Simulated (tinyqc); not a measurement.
# Signal and retention of a DRAM cell: effect of temperature

A stored one starts at Vd and leaks: Cs dV/dt = -I(V), I = a sqrt((V + Vb)/(Vd + Vb)) + b, with a = Ig exp[-(Eg1 q/kB)(1/T - 1/T0)] (generation in a depletion layer) and b = Is exp[-(Es q/kB)(1/T - 1/T0)]. The bit line is precharged to Vd/2, and charge sharing gives the signal (V - Vd/2) Cs/(Cs + Cb).

The cell fails below Vc = Vd/2 + dm (Cs + Cb)/Cs. With s = sqrt((Vc + Vb)/(Vd + Vb)), the time from Vd to Vc is t = [2 Cs (Vd + Vb)/a] [1 - s - (b/a) ln((a + b)/(a s + b))]. This time is the median of a log-normal spread: failing cells = Nc erfc(z/sqrt 2)/2, z = ln(t/tr)/sg.

Parameters, values chosen for the exercise:

| symbol | value | unit | meaning |
|---|---|---|---|
| Vd | 1.5 | V | array voltage |
| Cs | 22 | fF | cell capacitance |
| Cb | 73 | fF | bit-line capacitance |
| dm | 40 | mV | smallest signal that the sense amplifier resolves |
| Vb | 1.45 | V | built-in plus back-bias voltage of the storage junction |
| Ig | 1.8 | fA | junction leakage at V = Vd and T0 |
| Is | 1.9 | fA | voltage-independent leakage at the reference temperature0 |
| Es | 0.27 | eV | activation energy of Is |
| T0 | 358 | K | reference temperature |
| sg | 0.63 |  | deviation of ln(retention time) over the cells |
| Nc | 4.29e9 |  | cells |
| tr | 64 | ms | refresh interval |
| Eg1 | 0.53 | eV | activation energy of Ig |

Constants: q = 1.602176634e-19 C, kB = 1.380649e-23 J/K. Results are converted to the units shown.

Results:
```
T (K),a (fA),b (fA),retention time (s),failing cells
298,0.05663,0.3262,33.43,6.372e-14
318,0.2074,0.6319,15.32,7.389e-9
338,0.6513,1.132,7.257,1.276e-4
358,1.800,1.900,3.520,0.4305
368,2.871,2.410,2.474,14.15
398,10.12,4.579,0.8957,6.025e4
```

Estimate the missing row, T = 378 K.

Computed row:
```
T (K),a (fA),b (fA),retention time (s),failing cells
378,4.467,3.019,1.750,323.6
```

With this row back in the table: The retention time falls from 33.4 to 0.896 s, halving every 20.7 K at the hot end. Its apparent activation energy goes from 0.318 to 0.434 eV, between Es = 0.27 and Eg1 = 0.53 eV, as the share of a in the leakage grows from 14.8 to 68.8 %.

Range of the model: Real arrays also hold a tail of unusually leaky cells and cells whose retention varies in time, which this model lacks.

Program tinyqc, `OMP_NUM_THREADS=1 python tinyqc.py 2130059 2130060 out.jsonl`; Intel Xeon 2.30GHz, shared host, one thread, about 0.01 s.
